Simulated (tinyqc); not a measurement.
Full spectrum, Debye and Einstein heat capacities: Born-von Karman spring model of a cubic crystal with one atom per cell. Computed by tinyqc, a small Python program. Command: `OMP_NUM_THREADS=1 python tinyqc.py 3027057 3027058 out.jsonl springs walk`. One thread of a shared host (Intel(R) Xeon(R) Processor @ 2.30GHz), about 0.1 s of CPU time with the checks.

First neighbours lie at a/2 (1,1,0) (12 of them), second at a (1,0,0) (6), with all permutations and signs; the volume per atom is Omega = a^3/4. Two shells of springs match a real metal only roughly, above all at the zone boundary.

Inputs (values chosen for the exercise, modelled on aluminium):
```
quantity                 value           unit
lattice constant a        4.05       angstrom
atomic mass M            26.98              u
radial spring k1L         1.32  eV/angstrom^2
transverse spring k1T   -0.079  eV/angstrom^2
radial spring k2L         0.14  eV/angstrom^2
transverse spring k2T  -0.0082  eV/angstrom^2
```

Lattice: fcc.

Constants: 1 eV/angstrom^3 = 160.2176634 GPa; u = 1.6605390666e-27 kg; hbar = 1.054571817e-34 J s; k_B = 1.380649e-23 J/K; nu for 1 eV/(angstrom^2 u) = 15.6333042 THz; h x 1 THz = 4.135667696 meV; k_B = 8.617333262e-05 eV/K.

Method:
- [ij,kl] = (1/(2 Omega)) sum_R K_ij R_k R_l; C11 = [xx,xx], C44 = [xx,yy], C12 = 2 [xy,xy] - C44; B = (C11 + 2 C12)/3; Zener ratio A = 2 C44/(C11 - C12). K(R) = kL n n^T + kT (1 - n n^T).
- rho = M/Omega and v = sqrt(C/rho), with C = C11, C44, C44 along [100]; (C11 + C12 + 2 C44)/2, C44, (C11 - C12)/2 along [110]; (C11 + 2 C12 + 4 C44)/3 and twice (C11 - C12 + C44)/3 along [111].
- Christoffel matrix G_xx = C11 n_x^2 + C44 (1 - n_x^2), G_xy = (C12 + C44) n_x n_y, with eigenvalues rho v^2; v_m^-3 is the mean of v^-3 over three branches and all directions (12 Gauss-Legendre points in cos(theta) times 24 angles phi = (j + 1/2) pi/12); q_D = (6 pi^2/Omega)^(1/3); Theta = hbar v_m q_D/k_B.
- A neighbour at R with unit vector n couples by the matrix K(R) = kL n n^T + kT (1 - n n^T), and D(q) = (1/M) sum_R K(R) [1 - cos(q.R)].
- An eigenvalue lambda of D in eV/(angstrom^2 u) gives nu = 15.6333042 THz x sqrt(lambda).
- Mesh: q = sum_i (m_i + 1/2)/n b_i, m_i = 0..n-1, with b = [[-1, 1, 1], [1, -1, 1], [1, 1, -1]] in 2 pi/a; sums are averages over the n^3 points (here n = 14), per atom.
- With x = h nu/(k_B T) and n = 1/(exp(x) - 1) for each mode: F = k_B T [x/2 + ln(1 - exp(-x))], U = k_B T x (n + 1/2), S/k_B = x n - ln(1 - exp(-x)), C/k_B = x^2 n (n + 1).
- Debye: C = 9 k_B (T/Theta)^3 int_0^(Theta/T) x^4 e^x/(e^x - 1)^2 dx with the elastic Theta. Einstein: three modes at the root-mean-square frequency. The last column is the Theta that makes the Debye formula give the full C at that T.

elastic Debye temperature = 463.912 K

root-mean-square frequency = 6.6591 THz

Heat capacity (k_B/atom):
```
T (K)  full spectrum   Debye  Einstein  Theta from C (K)
56            0.5476  0.3791    0.3268            399.63
84            1.1813  0.9328    1.0115            402.70
120           1.7966  1.5699    1.7143            406.52
160           2.2103  2.0385    2.1739            408.82
230           2.5714  2.4685    2.5606            410.64
350           2.8023  2.7522    2.8000            411.71
460           2.8830  2.8528    2.8822            412.07
700           2.9486  2.9351    2.9484            412.36
```

What follows from these numbers?

The apparent Theta runs from 400 to 412 K against the elastic 464 K; at high T it tends to sqrt(5/3) h nu_rms/k_B = 413 K. At the lowest T the Debye value is 0.69 and the Einstein value 0.60 times the full one; dispersion bends the branches below the sound lines, so the real spectrum has more low modes than Debye assumes. At the highest T Debye misses by 0.46 % and Einstein by 0.0053 %.

Extremes, crossings and ranges named in words are read from the listed rows.
